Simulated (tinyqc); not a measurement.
# Thin-film transistor with exponential tail and deep states, accumulation layer: two studies

An undoped film in accumulation, thicker than the space-charge layer. With band bending psi the Fermi level lies E0 - psi below the band edge. Free electrons n = n0 exp(psi/Vt) carry the current; electrons in two exponential distributions of traps, a = a0 exp(psi/Va) and d = d0 exp(psi/Vp), do not. Linear regime, ohmic contacts, traps in equilibrium.

Values chosen for this exercise; values close to those of amorphous silicon:
```
symbol,value,unit,meaning
T,250,K,temperature
eps_r,11.8,,relative permittivity of the semiconductor
Nc,5.9e19,cm^-3,density of extended states
mb,7.7,cm^2/(V s),band mobility
Nt,8.6e19,cm^-3,total density of tail states
Tt,350,K,characteristic temperature of the tail
Nd,4.4e17,cm^-3,total density of deep states
Td,1050,K,characteristic temperature of the deep states
E0,0.47,eV,bulk Fermi level below the band edge
Ci,35,nF/cm^2,gate capacitance
WL,5,,ratio W/L
Vd,0.05,V,drain voltage
Vg,13,V,gate voltage above flat band
```

Constants: q = 1.602176634e-19 C, kB = 1.380649e-23 J/K, Vt = kB T/q, eps0 = 8.8541878128e-14 F/cm where lengths are in cm. Results are converted to the units shown.

Each table varies one quantity; the others keep the values above.

## Effect of the gate capacitance

Va = kB Tt/q, Vp = kB Td/q; n0 = Nc exp(-E0/Vt), a0 = Nt th(T/Tt) exp(-E0/Va), d0 = Nd th(T/Td) exp(-E0/Vp), th(x) = pi x/sin(pi x). G(psi) = sum over the three kinds of c0 [V (exp(psi/V) - 1) - psi], field F = sqrt(2 q G/(eps0 eps_r)); Vg = psi + eps0 eps_r F/Ci at the surface. Total charge Q = Ci (Vg - psi_s); free charge Qf = q times the integral of n0 (exp(psi/Vt) - 1)/F over psi from 0 to psi_s; I = (W/L) mb Qf Vd; effective mobility mb Qf/Q.

Results:
```
Ci (nF/cm^2)  E0 - psi_s (eV)  Q (nC/cm^2)  free share (%)  effective mobility (cm^2/(V s))  I (nA)
7                      0.1809        88.98          0.8526                          0.06565   1.460
11                     0.1510        139.5           1.436                           0.1106   3.856
17                     0.1235        215.1           2.218                           0.1708   9.186
27                    0.09513        340.9           3.359                           0.2586   22.04
67                    0.04112        842.3           6.929                           0.5335   112.3
100                   0.01789         1255           9.263                           0.7133   223.8
```

Estimate the missing row, Ci = 43 nF/cm^2.

Computed row:
```
Ci (nF/cm^2)  E0 - psi_s (eV)  Q (nC/cm^2)  free share (%)  effective mobility (cm^2/(V s))  I (nA)
43                    0.06724        541.7           4.927                           0.3793   51.37
```

With this row back in the table: As Ci goes from 7 to 100 nF/cm^2, the free share rises from 0.853 to 9.26 %, the distance of the Fermi level from the edge falls from 0.181 to 0.0179 eV and the current rises from 1.46 to 224 nA. For Ci = 67 to 100 nF/cm^2 the surface Fermi level is within 2 Vt of the band edge, where the exponential forms fail. For Ci = 17 to 100 nF/cm^2 the th form, which assumes a Fermi level far below the edge, overcounts the filled tail at the surface by more than 15 %.

## Transfer curve

Same model as above.

The last column is d ln I/d ln Vg.

Results:
```
Vg (V)  E0 - psi_s (eV)  Q (nC/cm^2)  free share (%)  effective mobility (cm^2/(V s))    I (nA)  exponent
0.52             0.3374        13.56         0.02470                         0.001902  0.006447     3.331
0.85             0.2874        23.36         0.08237                         0.006342   0.03704     3.633
1.4              0.2387        40.90          0.2614                          0.02013    0.2058     3.170
2.3              0.1968        70.94          0.6312                          0.04860    0.8620     2.626
3.7              0.1615        118.7           1.203                          0.09260     2.748     2.279
6                0.1287        198.1           2.050                           0.1578     7.814     2.063
9.8             0.09712        329.9           3.265                           0.2514     20.74     1.927
26              0.03757        894.9           7.249                           0.5582     124.9     1.768
```

Estimate the missing row, Vg = 16 V.

Computed row:
```
Vg (V)  E0 - psi_s (eV)  Q (nC/cm^2)  free share (%)  effective mobility (cm^2/(V s))  I (nA)  exponent
16              0.06678        545.9           4.957                           0.3817   52.09     1.836
```

With this row back in the table: The current rises from 0.00645 to 125 nA and the free share rises from 0.0247 to 7.25 %; the exponent goes from 3.33 through a maximum of 3.63 (at Vg = 0.85 V among the rows listed) to 1.77. If one kind of trap held all the charge, I would go as Q^(2 Tx/T - 1): 7.40 for the deep states, 1.80 for the tail and 1 for free electrons alone. At Vg = 26 V the surface Fermi level is within 2 Vt of the band edge, where the exponential forms fail. For Vg = 6 to 26 V the th form, which assumes a Fermi level far below the edge, overcounts the filled tail at the surface by more than 15 %.

tinyqc, about 0.02 s, one thread, Intel Xeon 2.30GHz (shared host): `OMP_NUM_THREADS=1 python tinyqc.py 2610035 2610036 out.jsonl`
